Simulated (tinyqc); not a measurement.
Access strength from the read disturbance.

Question. Transistor (EKV form, voltages against the body): I = 2 n b Vt^2 [F(vp - Vs) - F(vp - Vd)] from drain to source, F(v) = ln^2(1 + exp(v/(2 Vt))), vp = (Vg - VT + sg |Vd - Vs|)/n. n-channel bodies are at 0; for the p-channel device all voltages are counted down from Vdd. b in uA/V^2 gives I in uA. In an SRAM read the low node Q obeys In(gate QB, drain Q) = Ip(gate QB, drain Q) + Ia, where the access transistor (threshold VTn) has its gate and drain at Vdd and its source at Q. Find Ia, ba and the cell ratio bn/ba.

Parameters, values chosen for the exercise:

| symbol | value | unit | meaning |
|---|---|---|---|
| T | 250 | K | temperature |
| Vdd | 0.8 | V | supply voltage |
| n | 1.22 |  | slope factor |
| sg | 0.108 |  | drain-induced barrier lowering |
| VTn | 0.28 | V | n-channel threshold |
| VTp | 0.42 | V | p-channel threshold (magnitude) |
| bn | 310 | uA/V^2 | gain factor of the pull-down transistor |
| bp | 110 | uA/V^2 | gain factor of the pull-up transistor |

Constants: q = 1.602176634e-19 C, kB = 1.380649e-23 J/K, Vt = kB T/q. Results are converted to the units shown.

Q and QB in the read (V): [0.13737612, 0.79884818]

Answer. The node equation gives Ia, which is proportional to ba.

Ia = 19.15 uA
ba = 260.0 uA/V^2
cell ratio = 1.192

Computed by the program tinyqc: `OMP_NUM_THREADS=1 python tinyqc.py 2340060 2340061 out.jsonl`, one thread of a shared Intel Xeon 2.30GHz, about 0.1 s for the whole run.
